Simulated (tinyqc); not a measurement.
## Short-channel transistor, virtual-source model with series resistance: effect of the velocity at the virtual source on the on and off currents

The current per gate width is the charge at the top of the source barrier (the virtual source) times its velocity times a saturation function; al and be are fitting constants of the model. Units: I in uA/um, Rs in ohm um, so I Rs = 1e-6 I Rs in volts; Q in uC/cm^2, so I = 1e-4 Q vx0 Fsat with vx0 in cm/s.

Intrinsic voltages Vg' = Vgs - I Rs, Vd' = Vds - 2 I Rs. n = n0 + nd Vd', VT = VT0 - dl Vd', Ff = 1/(1 + exp((Vg' - VT + al Vt/2)/(al Vt))), Q = Cinv n Vt ln(1 + exp((Vg' - VT + al Vt Ff)/(n Vt))), Vdsat = (vx0 L/mu)(1 - Ff) + Vt Ff, Fsat = u/(1 + u^be)^(1/be) with u = Vd'/Vdsat, and I = Q vx0 Fsat per width. I is solved self-consistently. Ion is I at Vgs = Vds = 1 V, Ioff at Vgs = 0, Vds = 1 V, and Rlin = Vds/I at Vgs = 1 V, Vds = 0.05 V.

Values chosen for this exercise:

| symbol | value | unit | meaning |
|---|---|---|---|
| T | 273 | K | temperature |
| Cinv | 1.58 | uF/cm^2 | inversion capacitance |
| mu | 140 | cm^2/(V s) | apparent mobility |
| L | 45 | nm | channel length |
| VT0 | 0.31 | V | threshold at zero drain voltage |
| dl | 0.06 | V/V | drain-induced barrier lowering |
| n0 | 1.22 |  | subthreshold factor |
| nd | 0 | 1/V | growth of n with drain voltage |
| al | 3.5 |  | threshold shift (in units of Vt) from weak to strong inversion |
| be | 1.8 |  | sharpness of saturation |
| Rs | 70 | ohm um | series resistance of each contact |

Constants: q = 1.602176634e-19 C, kB = 1.380649e-23 J/K, Vt = kB T/q. Results are converted to the units shown.

Result of one run:

| Ion (uA/um) | Ioff (nA/um) | log10(Ion/Ioff) | Rlin (ohm um) |
|---|---|---|---|
| 1698.5 | 296.12 | 3.7586 | 437.81 |

Which velocity at the virtual source vx0 gave this result: 7.1e6, 1.4e7, 2.8e7 or 4e7 cm/s?

vx0 = 2.8e7 cm/s.

The whole series:

| vx0 (cm/s) | Ion (uA/um) | Ioff (nA/um) | log10(Ion/Ioff) | Rlin (ohm um) |
|---|---|---|---|---|
| 5e6 | 545.80 | 53.212 | 4.0110 | 447.41 |
| 7.1e6 | 741.65 | 75.531 | 3.9921 | 442.69 |
| 1e7 | 975.80 | 106.32 | 3.9628 | 440.23 |
| 1.4e7 | 1231.7 | 148.70 | 3.9182 | 438.93 |
| 2e7 | 1494.8 | 212.07 | 3.8481 | 438.18 |
| 2.8e7 | 1698.5 | 296.12 | 3.7586 | 437.81 |
| 4e7 | 1850.0 | 421.00 | 3.6429 | 437.59 |

As vx0 goes from 5e6 to 4e7 cm/s, Ion rises from 546 to 1850 uA/um, Ioff rises from 53.2 to 421 nA/um and Rlin falls from 447 to 438 ohm um. Ion changes by a factor of 3.39 and Ioff by 7.91.

Numbers from tinyqc (`OMP_NUM_THREADS=1 python tinyqc.py 2380148 2380149 out.jsonl`; about 0.01 s on one thread of a shared Intel Xeon 2.30GHz).
